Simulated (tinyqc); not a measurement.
Mesh and choice of bands: charge neutrality level from zone-averaged pseudopotential bands.

Empirical pseudopotential on the fcc lattice, atoms at +/- tau, tau = a (1,1,1)/8, no spin-orbit coupling. H(G,G') = c (2 pi/a)^2 |k + G|^2 delta + VS(q) cos(q.tau) + i VA(q) sin(q.tau), q = G - G', c = hbar^2/2m0; k and G in units of 2 pi/a; VS at |q|^2 = 3, 8, 11 and VA at 3, 4, 11, in rydberg, zero elsewhere. At each k the basis holds all G with |k + G|^2 up to 16; energies are counted from the fourth level at Gamma.

Mesh: k = sum_i (n_i + 1/2)/N b_i, n_i = 0 ... N - 1, b = (-1,1,1), (1,-1,1), (1,1,-1); points with the same sorted |kx|, |ky|, |kz| after folding to the shortest k + G are joined, with their count as weight. Neutrality (branch-point) level: E_N = (1/2) mean over k of [E5 + (E3 + E4)/2], E_n the n-th level from below.

Constants: hbar^2/2m0 = 3.80998211 eV angstrom^2; Ry = 13.60569312 eV.

Values chosen for the exercise (out of a larger set: classic local form factors of the size used for InAs, without spin-orbit coupling; not measured data): a = 6.058 angstrom (lattice constant); VS = (-0.219, -0.001, 0.051) Ry (symmetric form factors); VA = (0.078, 0.05, 0.03) Ry (antisymmetric form factors).

E_N with E5 alone, and with (E5 + E6)/2 in its place.

Results:
```
N  joined points  E_N (eV)  E_N, two conduction bands (eV)
1              1    0.4079                          1.2720
2              2    0.5747                          1.2236
3              6    0.7451                          1.1100
4             10    0.7173                          1.1305
5             19    0.7301                          1.1230
```

What does the comparison show, and why?

For scale, the lowest gap of this set is 0.44 eV. Against N = 5 the errors are -322, -155, +15 and -13 meV for N = 1 to 4 (N = 1 is the L point alone). Taking the second conduction band in moves E_N by +0.39 eV, more than the mesh error at N = 2: the definition, not the mesh, limits the estimate. Local form factors place the indirect gaps only to a few tenths of an eV, and E_N moves with them.

(tinyqc, `OMP_NUM_THREADS=1 python tinyqc.py 1851265 1851266 out.jsonl`, Intel(R) Xeon(R) Processor @ 2.30GHz, 1 thread, shared host, about 0.1 s.)
